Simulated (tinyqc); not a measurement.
Worked calculation: UHF in the sto-3g basis, for BeH2, spin multiplicity 1. One step of it, computed by the program tinyqc.

Task: Iteration 2: building the Fock matrix. J_ij = sum D_kl (ij|kl) with D = D(alpha) + D(beta), K_ij = sum D_kl (ik|jl) for each spin; F = H + J - K(s); E = tr D H + tr D J / 2 - 0.5 sum_s tr D(s) K(s) + E_nn.

D(alpha) after iteration 1, lower triangle:
```
            1Be 1s    1Be 2s   1Be 2px    1Be 2py   1Be 2pz      2H 1s     3H 1s
1Be 1s    1.015141
1Be 2s   -0.058280  0.264696
1Be 2px   0.000000  0.000000  0.000000
1Be 2py   0.000000  0.000000  0.000000   0.223089
1Be 2pz  -0.068222  0.186451  0.000000   0.000000  0.132072
2H 1s    -0.080560  0.205022  0.000000   0.212157  0.145377   0.361812
3H 1s    -0.080560  0.205022  0.000000  -0.212157  0.145377  -0.041708  0.361812
```

D(beta) after iteration 1, lower triangle:
```
            1Be 1s     1Be 2s   1Be 2px    1Be 2py    1Be 2pz      2H 1s     3H 1s
1Be 1s    1.018206
1Be 2s   -0.067524   0.291384
1Be 2px   0.000000   0.000000  0.000000
1Be 2py   0.000000   0.000000  0.000000   0.227078
1Be 2pz   0.065442  -0.179315  0.000000   0.000000   0.110918
2H 1s    -0.083332   0.215485  0.000000   0.212707  -0.133403   0.359713
3H 1s    -0.083332   0.215485  0.000000  -0.212707  -0.133403  -0.038776  0.359713
```

core Hamiltonian H = T + V (hartree), lower triangle:
```
            1Be 1s     1Be 2s    1Be 2px    1Be 2py    1Be 2pz      2H 1s      3H 1s
1Be 1s   -8.531409
1Be 2s   -2.104653  -2.745576
1Be 2px   0.000000   0.000000  -2.218334
1Be 2py   0.000000   0.000000   0.000000  -2.395666
1Be 2pz  -0.000991  -0.009302   0.000000   0.000000  -2.218603
2H 1s    -0.327744  -0.940182   0.000000  -1.051548  -0.041680  -1.957787
3H 1s    -0.327744  -0.940182   0.000000   1.051548  -0.041680  -0.045079  -1.957787
```

Two-electron integrals (ij|kl) in chemists' order, unique and non-zero (hartree):
```
(11|11) 2.298831    (21|11) 0.392036    (21|21) 0.079539    (22|11) 0.570988
(22|21) 0.143041    (22|22) 0.417683    (31|31) 0.014607    (32|31) 0.021888
(32|32) 0.092265    (33|11) 0.569578    (33|21) 0.143083    (33|22) 0.417589
(33|33) 0.449859    (41|41) 0.014607    (42|41) 0.021888    (42|42) 0.092265
(43|43) 0.024249    (44|11) 0.569578    (44|21) 0.143083    (44|22) 0.417589
(44|33) 0.401360    (44|44) 0.449859    (51|51) 0.014607    (52|51) 0.021888
(52|52) 0.092265    (53|53) 0.024249    (54|54) 0.024249    (55|11) 0.569578
(55|21) 0.143083    (55|22) 0.417589    (55|33) 0.401360    (55|44) 0.401360
(55|55) 0.449859    (61|11) 0.059429    (61|21) 0.012050    (61|22) 0.021863
(61|33) 0.021715    (61|41) 0.001059    (61|42) 0.002006    (61|44) 0.022170
(61|51) 0.000041    (61|52) 0.000078    (61|54) 0.000018    (61|55) 0.021716
(61|61) 0.001913    (62|11) 0.161347    (62|21) 0.041104    (62|22) 0.133080
(62|33) 0.127833    (62|41) 0.005337    (62|42) 0.034352    (62|44) 0.143427
(62|51) 0.000208    (62|52) 0.001338    (62|54) 0.000607    (62|55) 0.127857
(62|61) 0.006890    (62|62) 0.066368    (63|31) 0.003539    (63|32) 0.017120
(63|43) 0.005757    (63|53) 0.000224    (63|63) 0.005635    (64|11) 0.179634
(64|21) 0.046277    (64|22) 0.156867    (64|33) 0.147616    (64|41) 0.008570
(64|42) 0.053092    (64|44) 0.175184    (64|51) 0.000196    (64|52) 0.001401
(64|54) 0.000849    (64|55) 0.147640    (64|61) 0.008057    (64|62) 0.088450
(64|64) 0.120963    (65|11) 0.006996    (65|21) 0.001802    (65|22) 0.006109
(65|33) 0.005749    (65|41) 0.000196    (65|42) 0.001401    (65|44) 0.006374
(65|51) 0.003546    (65|52) 0.017174    (65|54) 0.005781    (65|55) 0.006198
(65|61) 0.000314    (65|62) 0.003445    (65|64) 0.004491    (65|65) 0.005810
(66|11) 0.331065    (66|21) 0.085767    (66|22) 0.312330    (66|33) 0.290176
(66|41) 0.012271    (66|42) 0.104453    (66|44) 0.356243    (66|51) 0.000478
(66|52) 0.004068    (66|54) 0.002573    (66|55) 0.290276    (66|61) 0.014642
(66|62) 0.202886    (66|64) 0.285574    (66|65) 0.011122    (66|66) 0.774606
(71|11) 0.059429    (71|21) 0.012050    (71|22) 0.021863    (71|33) 0.021715
(71|41) -0.001059   (71|42) -0.002006   (71|44) 0.022170    (71|51) 0.000041
(71|52) 0.000078    (71|54) -0.000018   (71|55) 0.021716    (71|61) 0.001749
(71|62) 0.005819    (71|64) 0.006351    (71|65) 0.000268    (71|66) 0.012062
(71|71) 0.001913    (72|11) 0.161347    (72|21) 0.041104    (72|22) 0.133080
(72|33) 0.127833    (72|41) -0.005337   (72|42) -0.034352   (72|44) 0.143427
(72|51) 0.000208    (72|52) 0.001338    (72|54) -0.000607   (72|55) 0.127857
(72|61) 0.005819    (72|62) 0.032488    (72|64) 0.035500    (72|65) 0.001671
(72|66) 0.072685    (72|71) 0.006890    (72|72) 0.066368    (73|31) 0.003539
(73|32) 0.017120    (73|43) -0.005757   (73|53) 0.000224    (73|63) 0.002086
(73|73) 0.005635    (74|11) -0.179634   (74|21) -0.046277   (74|22) -0.156867
(74|33) -0.147616   (74|41) 0.008570    (74|42) 0.053092    (74|44) -0.175184
(74|51) -0.000196   (74|52) -0.001401   (74|54) 0.000849    (74|55) -0.147640
(74|61) -0.006351   (74|62) -0.035500   (74|64) -0.037934   (74|65) -0.001801
(74|66) -0.079373   (74|71) -0.008057   (74|72) -0.088450   (74|74) 0.120963
(75|11) 0.006996    (75|21) 0.001802    (75|22) 0.006109    (75|33) 0.005749
(75|41) -0.000196   (75|42) -0.001401   (75|44) 0.006374    (75|51) 0.003546
(75|52) 0.017174    (75|54) -0.005781   (75|55) 0.006198    (75|61) 0.000268
(75|62) 0.001671    (75|64) 0.001801    (75|65) 0.002170    (75|66) 0.003804
(75|71) 0.000314    (75|72) 0.003445    (75|74) -0.004491   (75|75) 0.005810
(76|11) 0.007585    (76|21) 0.001878    (76|22) 0.005333    (76|33) 0.005263
(76|44) 0.005467    (76|51) 0.000020    (76|52) 0.000101    (76|55) 0.005266
(76|61) 0.000288    (76|62) 0.001742    (76|64) 0.002078    (76|65) 0.000099
(76|66) 0.004180    (76|71) 0.000288    (76|72) 0.001742    (76|74) -0.002078
(76|75) 0.000099    (76|76) 0.000069    (77|11) 0.331065    (77|21) 0.085767
(77|22) 0.312330    (77|33) 0.290176    (77|41) -0.012271   (77|42) -0.104453
(77|44) 0.356243    (77|51) 0.000478    (77|52) 0.004068    (77|54) -0.002573
(77|55) 0.290276    (77|61) 0.012062    (77|62) 0.072685    (77|64) 0.079373
(77|65) 0.003804    (77|66) 0.166195    (77|71) 0.014642    (77|72) 0.202886
(77|74) -0.285574   (77|75) 0.011122    (77|76) 0.004180    (77|77) 0.774606
```

nuclear repulsion = 2.82336655 hartree

Give: Coulomb J; exchange K(alpha); exchange K(beta); F(alpha); F(beta); total energy of this density.

Result:

Coulomb J (hartree), lower triangle:
```
         1Be 1s  1Be 2s  1Be 2px  1Be 2py  1Be 2pz  2H 1s  3H 1s
1Be 1s    6.303
1Be 2s    1.219   2.573
1Be 2px   0.000   0.000    2.502
1Be 2py   0.000   0.000    0.000    2.692
1Be 2pz   0.002   0.012    0.000    0.000    2.514
2H 1s     0.186   0.870    0.000    1.053    0.042  2.268
3H 1s     0.186   0.870    0.000   -1.053    0.042  0.034  2.268
```

exchange K(alpha) (hartree), lower triangle:
```
         1Be 1s  1Be 2s  1Be 2px  1Be 2py  1Be 2pz   2H 1s  3H 1s
1Be 1s    2.307
1Be 2s    0.411   0.379
1Be 2px   0.000   0.000    0.067
1Be 2py   0.000   0.000    0.000    0.421
1Be 2pz  -0.002   0.132    0.000    0.000    0.127
2H 1s     0.064   0.242    0.000    0.296    0.078   0.533
3H 1s     0.064   0.242    0.000   -0.296    0.078  -0.005  0.533
```

exchange K(beta) (hartree), lower triangle:
```
         1Be 1s  1Be 2s  1Be 2px  1Be 2py  1Be 2pz   2H 1s  3H 1s
1Be 1s    2.309
1Be 2s    0.410   0.389
1Be 2px   0.000   0.000    0.069
1Be 2py   0.000   0.000    0.000    0.425
1Be 2pz   0.002  -0.113    0.000    0.000    0.113
2H 1s     0.064   0.244    0.000    0.296   -0.057   0.529
3H 1s     0.064   0.244    0.000   -0.296   -0.057  -0.006  0.529
```

F(alpha) (hartree), lower triangle:
```
         1Be 1s  1Be 2s  1Be 2px  1Be 2py  1Be 2pz   2H 1s   3H 1s
1Be 1s   -4.536
1Be 2s   -1.297  -0.551
1Be 2px   0.000   0.000    0.217
1Be 2py   0.000   0.000    0.000   -0.124
1Be 2pz   0.003  -0.129    0.000    0.000    0.169
2H 1s    -0.206  -0.312    0.000   -0.294   -0.077  -0.223
3H 1s    -0.206  -0.312    0.000    0.294   -0.077  -0.006  -0.223
```

F(beta) (hartree), lower triangle:
```
         1Be 1s  1Be 2s  1Be 2px  1Be 2py  1Be 2pz   2H 1s   3H 1s
1Be 1s   -4.537
1Be 2s   -1.295  -0.562
1Be 2px   0.000   0.000    0.215
1Be 2py   0.000   0.000    0.000   -0.128
1Be 2pz  -0.001   0.116    0.000    0.000    0.182
2H 1s    -0.206  -0.314    0.000   -0.294    0.057  -0.219
3H 1s    -0.206  -0.314    0.000    0.294    0.057  -0.005  -0.219
```

total energy of this density = -15.44304 hartree
